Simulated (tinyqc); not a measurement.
Inside a calculation. Model: long-channel MOSFET, surface-potential model.

tinyqc, about 0.04 s, one thread, Intel Xeon 2.30GHz (shared host): `OMP_NUM_THREADS=1 python tinyqc.py 2360028 2360029 out.jsonl` Printed values are rounded.

n-channel transistor on a uniformly doped p-type body, gradual-channel approximation, constant mobility, Boltzmann statistics, full ionisation. Potentials are counted from the neutral body; V is the electron quasi-Fermi potential, Vsb at the source and Vsb + Vds at the drain. Charges are magnitudes per area.

Values chosen for this exercise; material values close to those of silicon: temperature T = 325 K; band gap Eg = 1.11 eV; relative permittivity of the semiconductor eps_r = 11.9; conduction-band density of states at T Nc = 3.17e19 cm^-3; valence-band density of states at T Nv = 2.94e19 cm^-3; acceptor density of the body Na = 1.1e18 cm^-3; relative permittivity of the gate insulator eox = 26.1; insulator thickness tox = 94 nm; flat-band voltage Vfb = -0.89 V; channel mobility mu = 110 cm^2/(V s); gate width W = 1 um; gate length L = 5 um; source-body reverse bias Vsb = 0 V; gate-source voltage Vgs = 2.52 V; drain-source voltage Vds = 2 V.

Constants: q = 1.602176634e-19 C, kB = 1.380649e-23 J/K, Vt = kB T/q, eps0 = 8.8541878128e-14 F/cm where lengths are in cm. Results are converted to the units shown.

## Body potential, insulator capacitance and body factor

ni = sqrt(Nc Nv) exp(-Eg/(2 Vt)), Eg in volts; phiF = Vt ln(Na/ni); Cox = eps0 eox/tox; gamma = sqrt(2 q eps0 eps_r Na)/Cox. VT = Vfb + 2 phiF + gamma sqrt(2 phiF + Vsb), m = 1 + gamma/(2 sqrt(2 phiF + Vsb)).

ni = 7.55636e10 cm^-3
phiF = 0.461925 V
Cox = 0.245845 uF/cm^2
gamma = 2.47887 V^0.5
VT = 2.41647 V
m = 2.28950

## Iteration 1: surface potential at the source by Newton steps

psi at the start (the root without inversion charge) = 0.985010 V

With V = Vsb: G = psi - Vt + Vt e, e = exp((psi - 2 phiF - Vsb)/Vt); f = Vgs + Vsb - Vfb - psi - gamma sqrt(G); f' = -1 - gamma (1 + e)/(2 sqrt(G)); psi(new) = psi - f/f'.

G = 1.20569 V
f = -0.296904 V
f' = -12.1519
psi after iteration 1 = 0.960577 V

## Iteration 2: surface potential at the source by Newton steps

As before.

G = 1.03651 V
f = -0.0742889 V
f' = -6.73553
psi after iteration 2 = 0.949548 V

## Course of the iteration: surface potential at the source by Newton steps

Stop when psi changes by less than 1e-10 V, or after 40 iterations.

Course of the iteration:
```
iteration   psi (V)  |change| (V)
1          0.960577        0.0244
2          0.949548        0.0110
3          0.948048       1.50e-3
4          0.948026       2.20e-5
5          0.948026       4.57e-9
6          0.948026       < 1e-14
```

Converged in 6 iterations. At the end the number of correct digits about doubles with each step.

## Charges and current of the charge-sheet model

psi_0 = 0.948026 V
psi_L = 0.985010 V

psi_0 and psi_L solve Vgs + Vsb - Vfb - psi = gamma sqrt(G) at V = Vsb and Vsb + Vds. Qi = Cox gamma [sqrt(G) - sqrt(psi - Vt)], G = psi - Vt + Vt exp((psi - 2 phiF - V)/Vt), at both ends. With U = Vgs + Vsb - Vfb: drift = mu (W/L) Cox [U (psi_L - psi_0) - (psi_L^2 - psi_0^2)/2 - (2/3) gamma ((psi_L - Vt)^1.5 - (psi_0 - Vt)^1.5)]; diffusion = mu (W/L) Vt (Qi0 - QiL).

Qi0 = 20.7255 nC/cm^2
QiL = 7.50015e-30 nC/cm^2
drift current = 0.00841609 uA
diffusion current = 0.0127698 uA
drain current = 0.0211859 uA

Drift carries 39.7 % of the current. The drain end is pinched off: its charge is under 1 % of that at the source.

## Inversion charge along the channel

V, point 0 to 6 (V): 0  0.333333  0.666667  1  1.33333  1.66667  2

The surface potential psi at channel potential V solves Vgs + Vsb - Vfb - psi = gamma sqrt(G), G = psi - Vt + Vt exp((psi - 2 phiF - V)/Vt). Charge sheet: Qi = Cox gamma [sqrt(G) - sqrt(psi - Vt)]. Pao-Sah: Qi = (Cox gamma/2) integral from 3 Vt to psi of exp((u - 2 phiF - V)/Vt)/sqrt(G(u, V)) du.

```
point   psi (V)  Qi, charge sheet (nC/cm^2)  Qi, Pao-Sah (nC/cm^2)
0      0.948026                     20.7255                21.0538
1      0.985009                  5.24894e-4             5.32939e-4
2      0.985010                  3.55699e-9             3.61151e-9
3      0.985010                 2.41035e-14            2.44729e-14
4      0.985010                 1.63334e-19            1.65837e-19
5      0.985010                 1.10681e-24            1.12377e-24
6      0.985010                 7.50015e-30            7.61511e-30
```

At the source the charge-sheet charge is 1.6 % below the Pao-Sah one.

## Pao-Sah current by Simpson's rule

I = mu (W/L) integral of Qi dV; Simpson's rule on the 7 points, step Vds/6, weights 1, 4, 2, ..., 4, 1 times step/3.

Pao-Sah current = 0.0514700 uA

Gauss-Legendre quadrature on many points gives 0.02150 uA, so this value is 2.39 times it; the charge-sheet current, 0.02119 uA, is 1.5 % below it.
